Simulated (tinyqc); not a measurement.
States in the gap of a film: thin (001) film in sp3s* tight binding with raised dangling bonds.

Planes alternate anion (a), cation (c) along [001], a/4 apart, starting with an anion; zero in-plane momentum; levels counted from the bulk Ev, the lower root of [[Epa, Vxx], [Vxx, Epc]]; no spin-orbit coupling. Block of s, pz, s*: from an anion to the cation above, Vss/2 (s,s), Vsapc/2 (s,z), -Vscpa/2 (z,s), Vxx/2 (z,z), Vxapc/2 (s*,z), -Vpaxc/2 (z,s*); to the cation below the same with the s-z and s*-z signs reversed. Block of u = (px + py)/sqrt2 and v = (px - py)/sqrt2: to the cation above (Vxx + Vxy)/2 for u and (Vxx - Vxy)/2 for v, to the cation below the reverse. Each surface atom has two dangling sp3 hybrids; raising both by dl adds (dl/2) [[1, t], [t, 1]] to its s, pz levels (t = -1 at the bottom face, +1 at the top) and dl to the one of u, v in whose plane the missing bonds lie (v for a bottom anion or a top cation, u for a top anion).

Values chosen for the exercise (out of a larger set: near a published set for Si, fitted to gaps, whose masses and valley positions are rough; not measured data): p = (-4.204, 1.719, -4.204, 1.719, 6.69, 6.69, -8.356, 1.708, 4.588, 5.71, 5.71, 5.378, 5.378) eV (order Esa, Epa, Esc, Epc, Exa, Exc, Vss, Vxx, Vxy, Vsapc, Vscpa, Vxapc, Vpaxc); Nw = 23 (planes in the thicker film).

edges (eV): Gamma 3.41600, Delta 1.14620

Levels between 0 and the lower bulk edge, the largest weight on the two outer planes of both faces among them, and the nearest levels outside, for several shifts dl.

Film of Nw planes:
```
dl (eV)  levels in the gap       at (eV)  surface weight  next above (eV)  next below (eV)
0                        2  0.257, 0.299            0.72           1.1965          -0.0882
1                        2  0.733, 0.743            0.82           1.1971          -0.0855
2                        1         1.145            0.35           1.1669          -0.0839
3                        0             -               -           1.1848          -0.0828
5                        0             -               -           1.1902          -0.0815
10                       0             -               -           1.1920          -0.0801
30                       0             -               -           1.1928          -0.0786
100                      0             -               -           1.1930          -0.0780
```

Can the levels of the bare film be read as confined subbands?

No: with bare surfaces (dl = 0) 2 levels lie in the bulk gap, with up to 72 % of the weight on the four outer planes, two a face, where an even spread gives 17 %; these are dangling-bond states, not subbands. The reruns show the bulk gap clear from dl = 3 eV on, and at dl = 30 eV the next level above lies -0.2 meV from its value at 100 eV.

Computed by tinyqc, a small Python program: `OMP_NUM_THREADS=1 python tinyqc.py 1482018 1482019 out.jsonl` (the numbers bound the seed that draws the inputs); one thread of a shared host (Intel(R) Xeon(R) Processor @ 2.30GHz), about 0.4 s for the whole set of steps.
